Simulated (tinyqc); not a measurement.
Van der Pauw, Hall and four-point-probe measurements on a doped layer: one step of the calculation.

A uniform p-type layer with sheet resistance Rs = 1/(q ns mu), point contacts, low field (mu B small).

Question. New z. The van der Pauw equation exp(-pi RA z) + exp(-pi RB z) = 1 is solved for z = 1/Rs: e1 = exp(-pi RA z), e2 = exp(-pi RB z), f = e1 + e2 - 1, f' = -pi (RA e1 + RB e2), z(new) = z - f/f'.

z after iteration 1 = 0.35180945 mS
RA = 54.158021 ohm
RB = 1921.4553 ohm

Wanted: e1; e2; f; f'; z after iteration 2.

Answer.

e1 = 0.94190
e2 = 0.11959
f = 0.061490
f' = -0.88216 kohm
z after iteration 2 = 0.42151 mS

Program tinyqc, `OMP_NUM_THREADS=1 python tinyqc.py 2850163 2850164 out.jsonl`; Intel Xeon 2.30GHz, shared host, one thread, about 0.01 s.
